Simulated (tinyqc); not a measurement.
Worked calculation: ellipsoidal valleys in the axes of a wafer and a channel. Values are carried at full precision from step to step, so a last printed digit may differ when a step is redone from the rounded ones.

Valleys with axes a along [111], [1-1-1], [-11-1] and [-1-11], one whole valley each; inverse mass tensor w = 1/mt + (1/ml - 1/mt) a a. Device axes: z = nz/|nz|, x = nx/|nx|, y = z cross x; in them a = (ax, ay, az). Confinement mass mz = 1/w_zz. In the plane w_ij is replaced by u_ij = w_ij - w_iz w_jz/w_zz (i, j = x, y); density-of-states mass md = 1/sqrt(det u); conductivity mass along x mc = 1/u_xx; ballistic transport mass mx = u_yy/det u, width mass my = 1/u_yy.

Constants: hbar^2/2m0 = 3.80998211 eV angstrom^2; kB = 8.617333262e-05 eV/K.

Parameters, chosen for this exercise (near those of the L valleys of Ge; not measured data):
- ml = 1.537 m0 (longitudinal mass)
- mt = 0.084 m0 (transverse mass)
- nz = (2, 1, 0) (surface normal (confinement))
- nx = (0, 0, 1) (channel direction)
- t = 6 nm (thickness of the film)
- T = 77 K (temperature)

## Device axes and valley axes

Give the rows x, y, z in cubic components and each valley axis in device components.

device axes:
```
    [100]    [010]   [001]
x  0.0000   0.0000  1.0000
y  0.4472  -0.8944  0.0000
z  0.8944   0.4472  0.0000
```

valley axes:
```
               ax        ay        az
[111]     0.57735  -0.25820   0.77460
[1-1-1]  -0.57735   0.77460   0.25820
[-11-1]  -0.57735  -0.77460  -0.25820
[-1-11]   0.57735   0.25820  -0.77460
```

## Tensors of the valley [111]

Form w and the reduced tensor u.

w (1/m0):
```
         x        y        z
x   8.1534   1.6777  -5.0330
y   1.6777  11.1545   2.2508
z  -5.0330   2.2508   5.1523
```

u (1/m0):
```
        x        y
x  3.2369   3.8764
y  3.8764  10.1712
```

The axis is tilted against the normal, so w_xz or w_yz is not zero and the reduction changes the masses in the plane.

## Masses of all valleys

Give mz, md, mc, mx and my.

Masses (m0):
```
valley       mz      md      mc      mx      my
[111]    0.1941  0.2364  0.3089  0.5683  0.0983
[1-1-1]  0.0897  0.3478  0.1266  0.5683  0.2129
[-11-1]  0.0897  0.3478  0.1266  0.5683  0.2129
[-1-11]  0.1941  0.2364  0.3089  0.5683  0.0983
```

mz md^2 = ml mt^2 = 0.01085 for every valley, so a heavy confinement mass comes with a small density of states. The heaviest mz is 0.194, for [111] and [-1-11].

## Subbands and shares in a film

Hard walls: E_n = c (n pi/t)^2/mz, c = hbar^2/2m0, n = 1, 2, 3. Non-degenerate share of a valley proportional to md sum_n exp(-E_n/kT); mean 1/mc = sum of share/mc. 1 nm = 10 angstrom.

Give the ladders, the shares and the mean conductivity mass.

Subbands:
```
valley   E1 (meV)  E2 (meV)  E3 (meV)  share
[111]        53.8     215.3     484.4  0.500
[1-1-1]     116.5     466.0    1048.6  0.000
[-11-1]     116.5     466.0    1048.6  0.000
[-1-11]      53.8     215.3     484.4  0.500
```

mean mc = 0.3089 m0

The lowest ladder ([111] and [-1-11]) holds 100 % of the electrons in these valleys, the next starts 63 meV higher.

## Checks

- mz md^2 against ml mt^2: they agree to 1e-10 or better.
- mx my against md^2: they agree to 1e-10 or better.

(tinyqc, `OMP_NUM_THREADS=1 python tinyqc.py 1880201 1880202 out.jsonl`, Intel(R) Xeon(R) Processor @ 2.30GHz, 1 thread, shared host, about 0.01 s.)
